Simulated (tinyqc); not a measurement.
# Lossy package transmission line with skin effect: effect of the load resistance

A uniform line in a homogeneous dielectric: c = sqrt(er)/(c0 Z0), l = Z0 sqrt(er)/c0 (c0 = 299792458 m/s), g = w c td, w = 2 pi f. The resistance joins its limits as r = sqrt(r_dc^2 + r_hf^2), with r_dc = rho/(wd th), r_hf = kr rho/(2 delta (wd + th)), delta = sqrt(rho/(pi f mu0)), mu0 = 4 pi 1e-7 H/m; this is an interpolation, and internal inductance, up to 0.05 nH/mm at low frequency, is neglected.

gamma = sqrt((r + i w l)(g + i w c)) = alpha + i beta, Zc = sqrt((r + i w l)/(g + i w c)), roots with positive real part; loss 8.685889638 alpha in dB; phase velocity w/beta. ZL = 1/(1/RL + i w CL); reflection (ZL - Zc)/(ZL + Zc); Zin = Zc (ZL + Zc tanh(gamma len))/(Zc + ZL tanh(gamma len)); H = V_load/V_source = [Zin/(Zin + Rg)]/[cosh(gamma len) + (Zc/ZL) sinh(gamma len)].

Inputs (values chosen for the exercise):
```
symbol  value     unit                                  meaning
wd         40       um                       width of the strip
th         12       um                   thickness of the strip
rho         2  uohm cm                              resistivity
er        2.7                             relative permittivity
td       0.01                                      loss tangent
Z0         60      ohm             lossless impedance sqrt(l/c)
kr        1.5           factor for crowding and the return path
len       2.5       mm                                   length
Rg         50      ohm                        source resistance
CL        100       fF                         load capacitance
f         1.3      GHz                                frequency
```

The same in every row: r (ohm/mm) = 0.1519; r/(w l) = 0.05657; loss (dB/mm) = 0.01294; |Zc| (ohm) = 60.05; phase velocity over c0 = 0.6084; length in wavelengths = 0.01782.

Result of one run:

| \|H\| (dB) |
|---|
| -6.058 |

Which load resistance RL gave this result: 10, 50, 75, 150 or 10000 ohm?

RL = 50 ohm.

The whole series:

| RL (ohm) | \|H\| (dB) |
|---|---|
| 10 | -15.63 |
| 25 | -9.597 |
| 50 | -6.058 |
| 75 | -4.464 |
| 150 | -2.510 |
| 500 | -0.8222 |
| 10000 | -0.02872 |

As RL goes from 10 to 10000, the loss stays at 0.0129 dB/mm, |Zc| stays at 60.0 ohm and |H| goes from -15.6 to -0.0287 dB, with its highest value among the rows, -0.0287 dB, at RL = 10000.

Numbers from tinyqc (`OMP_NUM_THREADS=1 python tinyqc.py 2810188 2810189 out.jsonl`; about 0.01 s on one thread of a shared Intel Xeon 2.30GHz).
